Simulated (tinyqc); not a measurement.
Biaxial strain: inversion layer as a triangular well, valleys of the Si type.

Six ellipsoidal valleys with their long axes along the cube axes, mass ml along the axis and mt across it. For a valley whose axis makes the angle theta with the surface normal, 1/m_z = cos^2(theta)/ml + sin^2(theta)/mt sets the confinement; in the plane the masses are m_1 = mt and m_2 = ml mt/m_z, and m_d = sqrt(m_1 m_2).

The field is taken as constant, e F = 4 pi (e^2/4 pi eps0)(Nd + eta Ns)/eps, with 1e12/cm^2 = 1e-4/angstrom^2, and the oxide as a hard wall at z = 0; c = hbar^2/2m0.

Level j of a valley lies at E_j = a_j (c (e F)^2/m_z)^(1/3) above the band edge at the surface, with the Airy zeros a_j = 2.338107, 4.087949, 5.520560, 6.786708, 7.944134, 9.022651, 10.040174, 11.008524, 11.936016, 12.828777, and has <z> = 2 E_j/(3 e F).

Subband i holds n_i = g m_d/(2 pi c) kB T ln(1 + exp((EF - E_i)/kB T)) (spin included), and EF is fixed by sum n_i = Ns over the levels listed or, where none are listed, over j = 0 to 9 of each group; 1e12/cm^2 = 1e-4/angstrom^2.

Constants: hbar^2/2m0 = 3.80998211 eV angstrom^2; e^2/(4 pi eps0) = 14.39964547 eV angstrom; kB = 8.617333262e-05 eV/K.

Inputs chosen for the exercise (near those of Si; not measured data): ml = 0.914 m0 (longitudinal mass); mt = 0.187 m0 (transverse mass); eps = 11.9 (dielectric constant); Nd = 0.18 x 1e12/cm^2 (depletion charge); eta = 0.5 (share of Ns in the effective field); face = 100 (surface); Ns = 1.2 x 1e12/cm^2 (electron sheet density); T = 300 K (temperature); Xu = 9.3 eV (uniaxial deformation potential); nu2 = 0.78 (2 C12/C11); es = (-0.3, -0.1, 0, 0.1, 0.3, 0.6, 1) % (biaxial strain in the plane).

Strain e in the plane raises the four primed valleys against the two unprimed ones by D = Xu (1 + nu2) e; the field is kept. m_c averages 1/mt (unprimed) and (1/mt + 1/ml)/2 (primed) over the electrons.

Results:
```
e (%)  D (meV)  0' - 0 (meV)  unprimed share (%)  m_c (m0)  <z> (angstrom)
-0.3     -49.7         -20.3                11.9    0.2879            43.7
-0.1     -16.6          12.8                32.2    0.2560            41.2
0.0        0.0          29.4                47.0    0.2369            39.4
0.3       49.7          79.1                85.4    0.1985            34.8
0.6       99.3         128.7                97.5    0.1889            33.5
1.0      165.5         194.9                99.8    0.1871            33.2
```

Give the missing row, e (%) = 0.1.

Computed row:
```
e (%)  D (meV)  0' - 0 (meV)  unprimed share (%)  m_c (m0)  <z> (angstrom)
0.1       16.6          45.9                62.4    0.2199            37.5
```

Without strain confinement alone splits the ladders by 29 meV and puts 47 % of the electrons into the two valleys that are light in the plane; under the largest tension the share is 99.8 %. m_c is 0.237 m0 without strain and 0.187 m0 there; moving all electrons can gain at most 27 % in 1/m_c. The ladders cross at e = -0.18 %, inside the table.

Run: tinyqc, `OMP_NUM_THREADS=1 python tinyqc.py 1280806 1280807 out.jsonl`; Intel(R) Xeon(R) Processor @ 2.30GHz, one thread, shared host; about 0.04 s of CPU time with all checks.
